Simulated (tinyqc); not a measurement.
Raman line shape of confined optical phonons and breathing modes of small crystals: one step, computed by the program tinyqc. Command: `OMP_NUM_THREADS=1 python tinyqc.py 3019747 3019748 out.jsonl confine walk`. One thread of a shared host (Intel(R) Xeon(R) Processor @ 2.30GHz), about 0.02 s of CPU time with the checks.

Confinement in 1 direction(s) lets phonons with q away from zero scatter light. q is in units of 2 pi/a, from 0 to 1, and the branch is isotropic: omega(q)^2 = (omega_0^2 + omega_X^2)/2 + ((omega_0^2 - omega_X^2)/2) cos(pi q). The model and its constant beta are phenomenological; beta = 8 is the common choice.

Problem. Range of wave vectors. Weight W(q) = q^0 exp(-(2 L q/a)^2/(2 beta)) dq, that is exp(-k^2 L^2/(2 beta pi^2)) for k = 2 pi q/a. Width q_c = a sqrt(2 beta)/(2 L), where the exponential falls to 1/e; curvature of the branch: omega(q) = omega_0 - c q^2, c = pi^2 (omega_0^2 - omega_X^2)/(8 omega_0); for small q_c the mean of q^2 is (number of confined directions) q_c^2/2, and the mean shift is -c times that.

Inputs (values chosen for the exercise, modelled on silicon):
```
quantity                                value      unit
bulk frequency omega_0                  520.4      1/cm
frequency at the zone boundary omega_X    428      1/cm
lattice constant a                      5.431  angstrom
size L                                    5.2        nm
confinement constant beta                   8         -
```

Shape: film.

Give: q_c; curvature c; mean shift, quadratic estimate; omega(q_c) - omega_0.

Solution.

q_c = 0.2089 2 pi/a

curvature c = 207.7 1/cm

mean shift, quadratic estimate = -4.532 1/cm

omega(q_c) - omega_0 = -8.819 1/cm
